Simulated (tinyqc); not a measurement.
What moves the results: six-band Luttinger-Kohn model with strain. A value that a table varies takes the place of the one given here.

Six-band Luttinger-Kohn model in the basis |3/2,3/2>, |3/2,1/2>, |3/2,-1/2>, |3/2,-3/2>, |1/2,1/2>, |1/2,-1/2>, electron energies, zero at the top of the unstrained valence band. H = -[rows: (P+Q, -S, R, 0, -S/r2, r2 R); (-S*, P-Q, 0, R, -r2 Q, r32 S); (R*, 0, P-Q, S, r32 S*, r2 Q); (0, R*, S*, P+Q, -r2 R*, -S*/r2); (-S*/r2, -r2 Q, r32 S, -r2 R, P+Dso, 0); (r2 R*, r32 S*, r2 Q, -S/r2, 0, P+Dso)], r2 = sqrt(2), r32 = sqrt(3/2). Levels are twofold.

P = c g1 k^2 - av tr(e); Q = c g2 (kx^2 + ky^2 - 2 kz^2) - (b/2)(exx + eyy - 2 ezz); R = c sqrt3 [-g2 (kx^2 - ky^2) + 2i g3 kx ky] + (sqrt3/2) b (exx - eyy) - i d exy; S = 2 c sqrt3 g3 (kx - i ky) kz - d (exz - i eyz); c = hbar^2/2m0, e the strain tensor (not engineering shear).

s11 = (C11 + C12)/((C11 - C12)(C11 + 2 C12)), s12 = -C12/((C11 - C12)(C11 + 2 C12)), s44 = 1/C44; exx = s11 sxx + s12 (syy + szz) and cyclic, exy = s44 sxy/2; tension is positive. A uniaxial stress X along the unit vector n is s_ij = X n_i n_j.

Constants: hbar^2/2m0 = 3.80998211 eV angstrom^2.

Values chosen for the exercise (near those of InSb; the results hold for these values, not for the real material): Dso = 0.786 eV (spin-orbit splitting); g1 = 35.14 (Luttinger gamma1); g2 = 15.33 (gamma2); g3 = 16.27 (gamma3); av = 0.38 eV (valence hydrostatic potential); b = -1.99 eV (tetragonal shear potential); d = -4.73 eV (trigonal shear potential); C11 = 68 GPa; C12 = 37.5 GPa; C44 = 29.5 GPa; load = uniaxial [110] (kind of stress); X1 = 0.6 GPa (size of the stress); E_h = 10 meV (hole energy below the top); X = -0.89 GPa (stress).

## Sweep of a uniaxial [110] stress

Edges at k = 0 and curvature masses of the top pair along [110] and [001] (step 0.0002 1/angstrom); at zero stress the top is fourfold and has no single curvature.

Edges and masses:
```
X (GPa),top (eV),second (eV),third (eV),splitting (meV),m [110],m [001]
-2.10,0.1273,-0.1124,-0.8176,239.7,0.012,0.089
-1.40,0.0800,-0.0753,-0.8019,155.4,0.013,0.080
-0.70,0.0373,-0.0379,-0.7910,75.2,0.014,0.071
0.00,0.0000,0.0000,-0.7860,0.0,-,-
0.70,0.0382,-0.0310,-0.7876,69.3,0.274,0.018
1.40,0.0768,-0.0551,-0.7965,131.9,0.270,0.017
2.10,0.1158,-0.0719,-0.8132,187.7,0.267,0.017
```

What does this show, and why?

The splitting reaches 239.7 meV under compression and 187.7 meV under the same tension; linear shear terms alone would make the two equal, and the difference comes from the coupling to the split-off band. At the ends of the sweep the top pair has a mass along [110] of 0.012 under compression and 0.267 under tension, so compression gives the lighter holes along [110]; along [001] it has 0.089 and 0.017. The top edge itself moves by +127 and +116 meV. The ends of the sweep mean strains up to 3.4 %, beyond the range of linear deformation potentials.

## Which stress helps holes along [110]

Each load has size X1 (biaxial: sxx = syy); masses are curvatures of the top pair at k = 0.

Results:
```
load,splitting (meV),top edge (meV),m [110],m [001]
"uniaxial [110], compression",64.1,31.6,0.014,0.070
"uniaxial [110], tension",59.8,32.7,0.274,0.018
"uniaxial [100], compression",82.0,41.3,0.023,0.059
"uniaxial [100], tension",74.2,40.7,0.036,0.020
"uniaxial [111], compression",57.4,28.1,0.019,0.028
"uniaxial [111], tension",53.5,29.4,0.053,0.028
"biaxial (001), compression",74.2,36.0,0.020,0.223
"biaxial (001), tension",82.0,46.0,0.059,0.014
```

What can be read from the table?

The lightest mass along [110] (0.014) comes with uniaxial [110], compression. The largest splitting (82.0 meV) comes with uniaxial [100], compression; biaxial (001), tension. The heaviest mass along [001] (0.223), which lowers the confinement energy in a (001) channel, comes with biaxial (001), compression. The splitting per GPa follows b (s11 - s12) for loads along cube axes and d s44 for [111]: here 2 |b| (s11 - s12) = 130.5 and |d| s44/sqrt3 = 92.6 meV per GPa in the limit of large Dso; where the splitting nears Dso, mixing with the split-off band makes it depend on the sign of the load.

## Warping of the constant-energy contours (six-band Luttinger-Kohn model)

No strain (e = 0). In the plane kz = 0, |k| where the top and second pairs lie E_h below the top, against the angle from [100]; m = c k^2/E_h.

Contours:
```
angle (degrees),k top (1/angstrom),k second (1/angstrom),m top (m0),m second (m0)
0,0.0242,0.0063,0.223,0.015
9,0.0246,0.0063,0.230,0.015
18,0.0257,0.0063,0.251,0.015
27,0.0272,0.0063,0.283,0.015
36,0.0287,0.0063,0.314,0.015
45,0.0293,0.0063,0.328,0.015
```

What does this show?

The heavy contour reaches 1.213 times as far along [110] as along [100], the light one 0.990 times. The warping follows g3 - g2 = 0.94 and would vanish for g2 = g3. Along [100] the heavy mass is 1/(g1 - 2 g2) = 0.223 at any energy, while the light one is 0.0153, against 1/(g1 + 2 g2) = 0.0152 at the edge, for E_h/Dso = 0.01.

## What each parameter does

Edges at k = 0 under a uniaxial [110] stress X and the curvature mass of the top pair along [110] (step 0.0002 1/angstrom). Each row changes one parameter from the base and keeps the others.

Results:
```
case,top (eV),second (eV),third (eV),mass (m0)
base,0.0484,-0.0481,-0.7935,0.014
g1 = 42.168,0.0484,-0.0481,-0.7935,0.012
b = -2.388 eV,0.0527,-0.0514,-0.7944,0.014
av = 0.456 eV,0.0479,-0.0485,-0.7939,0.014
C11 = 54.4 GPa,0.0667,-0.0619,-0.7986,0.014
X = -0.712 GPa,0.0380,-0.0385,-0.7912,0.014
g2 = 12.264,0.0484,-0.0481,-0.7935,0.014
d = -3.784 eV,0.0417,-0.0424,-0.7924,0.014
```

How do the results move?

The largest shifts from the base row, up to three for each result and ties (the steps differ in size, so this ranks the rows, not the parameters). top (eV): C11 +0.0183, X -0.0104, d -0.0067; unchanged at the printed digits by g1 and g2. second (eV): C11 -0.0139, X +0.0096, d +0.0056; unchanged at the printed digits by g1 and g2. third (eV): C11 -0.0051, X +0.0023, d +0.0010; unchanged at the printed digits by g1 and g2. mass (m0): g1 -0.001; unchanged at the printed digits by b, av, C11, X, g2 and d. The Luttinger parameters multiply k^2 and cannot move the edges; av shifts all edges alike and leaves the mass.

tinyqc: `OMP_NUM_THREADS=1 python tinyqc.py 1050997 1050998 out.jsonl`; about 0.04 s, one thread, shared Intel(R) Xeon(R) Processor @ 2.30GHz.
